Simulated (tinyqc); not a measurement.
# Memristor with linear dopant drift, step by step

tinyqc, about 0.1 s, one thread, Intel Xeon 2.30GHz (shared host): `OMP_NUM_THREADS=1 python tinyqc.py 2880051 2880052 out.jsonl` Printed values are rounded.

A film of thickness D has a doped share x: R = Ron x + Roff (1 - x), i = v/R, dx/dt = k i F with k = mv Ron/D^2 and F = 1 (no window). The drive is v = V0 sin(2 pi f t). The model has no threshold and no heating.

Inputs (values chosen for the exercise):
```
symbol    value       unit                             meaning
Ron         500        ohm  resistance of the fully doped film
Roff      10000        ohm      resistance of the undoped film
D            10         nm                      film thickness
mv      1.6e-14  m^2/(V s)                     dopant mobility
x0         0.31                           doped share at t = 0
V0          1.2          V                           amplitude
f            25         Hz                           frequency
```

## Rate constant, charge and flux scales

k = mv Ron/D^2; R0 = R(x0); without a window the film fills (x = 1) after the charge (1 - x0)/k and the flux (R0^2 - Ron^2)/(2 k (Roff - Ron)); half a period supplies the flux V0/(pi f).

k = 80000 1/C
R0 = 7055 ohm
charge to fill = 8.625 uC
flux to fill = 0.0325809 V s
flux of half a period = 0.0152789 V s

Half a period supplies 46.9 % of the flux to fill.

## Step 1: one Runge-Kutta step

x at step 0 = 0.31
j = 0

Step h = 1/(16 f), from t = j h. With g(t, x) = dx/dt: k1 = g(t, x), k2 = g(t + h/2, x + h k1/2), k3 = g(t + h/2, x + h k2/2), k4 = g(t + h, x + h k3), x(new) = x + h (k1 + 2 k2 + 2 k3 + k4)/6.

k1..k4 (1/s): [0.00000, 2.65467, 2.66658, 5.25448]
x at step 1 = 0.316624

## Step 2: one Runge-Kutta step

j = 1

As before.

k1..k4 (1/s): [5.25418, 7.69657, 7.72891, 9.97020]
x at step 2 = 0.335822

## Step 3: one Runge-Kutta step

j = 2

As before.

k1..k4 (1/s): [9.9685, 11.9291, 11.9707, 13.5919]
x at step 3 = 0.365555

## One period

The 16 Runge-Kutta steps against a converged integration; i uses the converged x.

One period:

| j | v (V) | x, coarse steps | x, converged | i (uA) |
|---|---|---|---|---|
| 0 | 0.000 | 0.3100 | 0.3100 | 0.0 |
| 1 | 0.459 | 0.3166 | 0.3166 | 65.7 |
| 2 | 0.849 | 0.3358 | 0.3358 | 124.6 |
| 3 | 1.109 | 0.3656 | 0.3656 | 169.9 |
| 4 | 1.200 | 0.4024 | 0.4024 | 194.3 |
| 5 | 1.109 | 0.4414 | 0.4414 | 190.9 |
| 6 | 0.849 | 0.4766 | 0.4766 | 155.0 |
| 7 | 0.459 | 0.5013 | 0.5013 | 87.7 |
| 8 | 0.000 | 0.5103 | 0.5103 | 0.0 |
| 9 | -0.459 | 0.5013 | 0.5013 | -87.7 |
| 10 | -0.849 | 0.4766 | 0.4766 | -155.0 |
| 11 | -1.109 | 0.4414 | 0.4414 | -190.9 |
| 12 | -1.200 | 0.4024 | 0.4024 | -194.3 |
| 13 | -1.109 | 0.3656 | 0.3656 | -169.9 |
| 14 | -0.849 | 0.3358 | 0.3358 | -124.6 |
| 15 | -0.459 | 0.3166 | 0.3166 | -65.7 |
| 16 | 0.000 | 0.3100 | 0.3100 | 0.0 |

The current vanishes with the voltage (pinched loop). At the same voltage, j = 2 and 6, it is 125 uA on the way up and 155 uA on the way down. x peaks at 0.5103 at half period and ends at 0.3100, its starting value: the state is a function of the flux alone. The coarse steps miss by at most 2.7e-6.
